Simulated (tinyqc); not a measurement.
# A spin-degenerate level with charging energy between two leads, rate equations: two studies

States 0, up, down and 2 with energies 0, e1 - Ez/2, e1 + Ez/2 and 2 e1 + U. mu_L = +V/2, mu_R = -V/2 (meV), f(x) = 1/(1 + exp(x/kB T)). A transition that adds one electron of given spin at the energy E has the rate G f(E - mu) from each lead, and its reverse G [1 - f(E - mu)]. I counts electrons leaving the left lead, times q.

Parameters, values chosen for the exercise:
- U = 10.7 meV (charging energy of the second electron)
- e1 = -1.41 meV (level)
- GL = 4.6 1/ns (tunnel rate to the left lead)
- GR = 0.085 1/ns (tunnel rate to the right lead)
- T = 3.1 K (temperature)
- Ez = 0 meV (Zeeman splitting)

Constants: q = 1.602176634e-19 C, kB = 1.380649e-23 J/K, Vt = kB T/q. Results are converted to the units shown.

Each table varies one quantity; the others keep the values above.

## Current against bias

Transition energies: 0-up e1 - Ez/2, 0-down e1 + Ez/2, up-2 e1 + U + Ez/2, down-2 e1 + U - Ez/2. dp/dt = W p; W_ji is the rate from state i to j, and each column sums to zero. Steady state: W p = 0 with sum p = 1. I = q GL sum over transitions i-j of [fL p_i - (1 - fL) p_j].

Current against bias:
```
V (mV)  I (pA)  I (GL + GR)/(q GL GR)  mean number      p(2)
1.07    0.4781                0.03576       0.9993  2.87e-15
2.94     7.471                 0.5587       0.9949  9.45e-14
4.81     13.17                 0.9852       0.9911  3.12e-12
6.68     13.48                  1.008       0.9909  1.03e-10
8.55     13.49                  1.009       0.9908   3.42e-9
10.42    13.49                  1.009       0.9908   1.13e-7
12.29    13.49                  1.009       0.9908   3.75e-6
14.16    13.50                  1.009       0.9910   1.24e-4
16.03    13.55                  1.013       0.9950   4.10e-3
17.9     15.13                  1.132        1.111     0.119
19.77    24.41                  1.826        1.792     0.794
21.63    26.66                  1.994        1.957     0.958
23.5     26.74                  2.000        1.964     0.964
```

What does the comparison show?

The scaled current rises from 0.0358 to 2.00. A transition enters the bias window when V = 2 |E|: at 2.82, 18.6 mV, each step a few kB T = 0.267 meV wide. With all four transitions inside, the scaled current tends to 2 and the mean number to 2 GL/(GL + GR) = 1.96; the last row has 2.00 and 1.96.

## Effect of unequal tunnel rates

Same model as above.

Here e1 = 2.675 meV, Ez = 0 and V = +/- 16.05 mV, so that only the 0-1 transitions lie in the window.

Effect of unequal tunnel rates:
```
GR (1/ns)  I at +V (pA)  I at -V (pA)  |I(+V)/I(-V)|  (GL + 2 GR)/(2 GL + GR)
0.2               31.36        -58.96         0.5319                   0.5319
0.46              70.19        -122.8         0.5714                   0.5714
1.1               157.4        -238.4         0.6602                   0.6602
2.5               315.0        -383.9         0.8205                   0.8205
5.8               569.9        -527.7          1.080                    1.080
14                889.5        -633.0          1.405                    1.405
32                 1145        -687.6          1.665                    1.665
74                 1311        -714.8          1.834                    1.834
```

The ratio of the two currents rises from 0.532 to 1.83 and agrees with the last column to better than 0.01 %. An empty dot can be filled with either spin but a filled one empties in one way, so I = 2 q G_in G_out/(2 G_in + G_out): the current is larger when the slower junction is the entrance.

Range of the model: Rate equations need hbar G well below kB T; cotunnelling and the Kondo effect are left out.

tinyqc, about 0.01 s, one thread, Intel Xeon 2.30GHz (shared host): `OMP_NUM_THREADS=1 python tinyqc.py 2780129 2780130 out.jsonl`
